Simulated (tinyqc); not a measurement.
# Field from the level spacing

Question. In a triangular well E_k = a_k (C F^2/mz1)^(1/3), a_1 = 2.338107, a_2 = 4.087949, C = hbar^2/(2 m0), F in eV/nm (1 MV/cm = 0.1 eV/nm). Find F, E_1, the mean distance 2 E_1/(3 F) of the lowest level and the sheet charge eps0 eps_r F/q behind such a field.

Values chosen for this exercise:
```
symbol  value  unit                                     meaning
eps_r    11.8                             relative permittivity
mz1      0.92    m0  mass along z of valley set A (2 valley(s))
```

Constants: q = 1.602176634e-19 C, hbar = 1.054571817e-34 J s, m0 = 9.1093837015e-31 kg, eps0 = 8.8541878128e-14 F/cm where lengths are in cm, hbar^2/(2 m0) = 0.0380998212 eV nm^2. Results are converted to the units shown.

spacing of the two lowest levels = 110.51985 meV

Solution. The spacing over a_2 - a_1 is the energy scale (C F^2/mz1)^(1/3), which gives F.

F = 0.7800 MV/cm
E_1 = 147.7 meV
mean distance = 1.262 nm
sheet charge over q = 5.086e12 cm^-2

tinyqc, about 0.7 s, one thread, Intel Xeon 2.30GHz (shared host): `OMP_NUM_THREADS=1 python tinyqc.py 2160173 2160174 out.jsonl`
